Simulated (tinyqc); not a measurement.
Carrier lifetime of a p-type layer with SRH, radiative, Auger and surface recombination: two steps of the calculation.

Uniform excess density dn = dp (no trapping), n = n0 + dn, p = p0 + dn, Boltzmann statistics, full ionisation. Surfaces enter as a rate 2 S dn/d, which holds while diffusion to them is fast.

Inputs (values chosen for the exercise); band and dielectric values close to those of silicon: temperature T = 300 K; radiative coefficient B = 4.63e-15 cm^3/s; Auger coefficient (two electrons) Cn = 2.9e-31 cm^6/s; Auger coefficient (two holes) Cp = 2e-31 cm^6/s; surface recombination velocity (both faces) S = 2 cm/s; sample thickness d = 5 um; generation rate G = 4.1e21 cm^-3 s^-1.

Constants: q = 1.602176634e-19 C, kB = 1.380649e-23 J/K, Vt = kB T/q. Results are converted to the units shown.

Problem 1. New dn. With e = n p - ni^2 = dn (n0 + p0 + dn): U_SRH = e/(tp0 (n + n1) + tn0 (p + p1)), U_rad = B e, U_Aug = (Cn n + Cp p) e, U_s = 2 S dn/d. Substitution: tau = dn/U with U the sum, dn(new) = G tau.

dn at the start = 3e14 cm^-3
n0 = 17153.313 cm^-3
p0 = 9.6e15 cm^-3
n1 = 1.0180041e6 cm^-3
p1 = 1.6175947e14 cm^-3
tn0 = 1.5151515e-6 s
tp0 = 3.0303030e-8 s

Find: U_SRH; U_rad; U_Aug; U_s; tau; dn after iteration 1.

Solution 1.

U_SRH = 1.947e20 cm^-3 s^-1
U_rad = 1.375e16 cm^-3 s^-1
U_Aug = 6.139e15 cm^-3 s^-1
U_s = 2.400e18 cm^-3 s^-1
tau = 1.522e-6 s
dn after iteration 1 = 6.240e15 cm^-3

Problem 2. Lifetime, shares and quasi-Fermi splitting. tau = dn/U, shares of U, splitting Vt ln(n p/ni^2), radiative efficiency U_rad/U.

converged dn = 6.2459628e15 cm^-3
ni = 1.2832451e10 cm^-3
n0 = 17153.313 cm^-3
p0 = 9.6e15 cm^-3
n1 = 1.0180041e6 cm^-3
p1 = 1.6175947e14 cm^-3
tn0 = 1.5151515e-6 s
tp0 = 3.0303030e-8 s

Give: tau; shares; quasi-Fermi splitting.

Solution 2.

tau = 1.5234e-6 s
shares (%): SRH 98.758, radiative 0.011, Auger 0.012, surface 1.219
quasi-Fermi splitting = 0.70116 V

SRH recombination takes the largest share. dn is 0.65 times the doping: intermediate injection.

Numbers from tinyqc (`OMP_NUM_THREADS=1 python tinyqc.py 2300142 2300143 out.jsonl`; about 0.01 s on one thread of a shared Intel Xeon 2.30GHz).
